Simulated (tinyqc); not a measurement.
Comparisons within one model: heavy doping: gap narrowing, degeneracy and the minority density. A value that a table varies takes the place of the one given here.

F_j(eta) = (1/Gamma(j + 1)) integral_0^infinity x^j dx/(1 + exp(x - eta)), which tends to exp(eta) for eta << 0.

Empirical narrowing (Slotboom form, constants chosen for the exercise; published fits of this form give the apparent narrowing, here it is taken as the true one): dEg = E0 [ln(N/N0) + sqrt(ln(N/N0)^2 + C)].

Majority: N = Nv F_1/2(eta), eta the distance of EF beyond the majority band edge in kT. Degeneracy factor gam = F_1/2(eta)/exp(eta). ni0^2 = Nc Nv exp(-Eg/kT); product n p = ni0^2 gam exp(dEg/kT), dEg the true narrowing; apparent narrowing dEa = dEg + kT ln gam; minority density = n p/N.

Bipolar transistor with N as emitter doping: beta = K (N/NB) exp((dEa_B + dG - dEa_E)/kT), dEa_E = dEg(N) + kT ln gam, dEa_B = dEg(NB). For the sweep in T, Nv is scaled as (T/T0)^(3/2) from its value at T0 = T.

Constants: kB = 8.617333262e-05 eV/K.

Inputs chosen for the exercise (gap and densities of states near those of GaAs at this temperature; narrowing constants of the size fitted for Si, not for this material; the results hold for these values, not for the real material): Eg = 1.427 eV (gap); Nc = 4.34e+17 1/cm^3 (conduction-band density of states); Nv = 9.41e+18 1/cm^3 (valence-band density of states); T = 300 K; E0 = 9.5 meV (narrowing scale); N0 = 1.2e+17 1/cm^3 (onset density); C = 0.5 (smoothing constant); N = 1e+18 1/cm^3 (ionised acceptors, equal to the majority density); NB = 2e+17 1/cm^3 (base doping); K = 1.7 (ratio (D_B W_E)/(D_E W_B)); dG = 50 meV (extra narrowing of the base by alloying).

## Narrowing against degeneracy

N takes the values listed; the last column is N over the factor gam exp(dEg/kT), the doping that a simple model would need to give the same minority density.

Results:
```
N (1/cm^3)    eta      gam  dEg (meV)  dEa (meV)  minority (1/cm^3)  effective doping (1/cm^3)
3.0e+16     -5.75    0.999        1.6        1.6           0.000154                   2.82e+16
9.0e+16     -4.65    0.997        4.5        4.4           5.74e-05                   7.58e+16
3.0e+17     -3.43    0.989       19.7       19.4           3.07e-05                   1.42e+17
9.0e+17     -2.31    0.967       39.4       38.6           2.15e-05                   2.03e+17
3.0e+18     -1.03    0.894       61.9       59.0           1.42e-05                   3.06e+17
9.0e+18      0.29    0.716       82.6       74.0           8.45e-06                   5.15e+17
3.0e+19      2.24    0.339      105.3       77.4           2.89e-06                   1.50e+18
8.0e+19      4.86   0.0659      123.9       53.6           4.32e-07                   1.01e+19
2.0e+20      9.19  0.00218      141.3      -17.2           1.12e-08                   3.89e+20
```

How do the results move?

dEg grows steadily to 141.3 meV, while the apparent value peaks at 77.4 meV for N = 3e+19 and falls to -17.2 meV as the Fermi level enters the band. N grows by a factor 30 from the third to the sixth row and the effective doping by 3.6: net of degeneracy, narrowing takes away 88 % of the factor gained by heavier doping.

## Current gain against temperature

Gain:
```
T (K)  beta  beta with dG = 0  without narrowing
150    50.9              1.06               8.50
200    32.2              1.77               8.50
250    24.5              2.41               8.50
300    20.5              2.96               8.50
350    18.0              3.43               8.50
400    16.4              3.84               8.50
450    15.2              4.19               8.50
```

dEa_B + dG - dEa_E at T0 = 22.7 meV

How do the results move?

beta is 50.9 at 150 K and 15.2 at 450 K, since the net exponent is positive: the gap is narrower in the base. At 300 K narrowing and degeneracy change the gain by a factor 0.348 and alloying the base by 6.92.

## What moves the minority density and the gain

All results formed anew. Each row changes one parameter from the base and keeps the others.

Results:
```
case                  dEg (meV)  dEa (meV)  minority (1/cm^3)  beta
base                      41.38      40.41           2.08e-05  20.5
N = 2e+18 1/cm^3          54.29      52.35           1.65e-05  25.8
E0 = 11.4 meV             49.65      48.68           2.86e-05  16.5
N0 = 2.4e+17 1/cm^3       28.69      27.72           1.27e-05  24.6
Eg = 1.447 eV             41.38      40.41           9.58e-06  20.5
Nv = 1.22e+19 1/cm^3      41.38      40.63           2.72e-05  20.3
NB = 4e+17 1/cm^3         41.38      40.41           2.08e-05  16.0
```

What can be read from the table?

The largest shifts from the base row, up to three for each result and ties (the steps differ in size, so this ranks the rows, not the parameters). dEg (meV): N +12.91, N0 -12.69, E0 +8.28; unchanged at the printed digits by Eg, Nv and NB. dEa (meV): N0 -12.69, N +11.94, E0 +8.28; unchanged at the printed digits by Eg and NB. minority (1/cm^3): Eg -1.12e-05, N0 -8.05e-06, E0 +7.83e-06; unchanged at the printed digits by NB. beta: N +5.33, NB -4.46, N0 +4.13; unchanged at the printed digits by Eg.

(tinyqc, `OMP_NUM_THREADS=1 python tinyqc.py 1651794 1651795 out.jsonl`, Intel(R) Xeon(R) Processor @ 2.30GHz, 1 thread, shared host, about 0.01 s.)
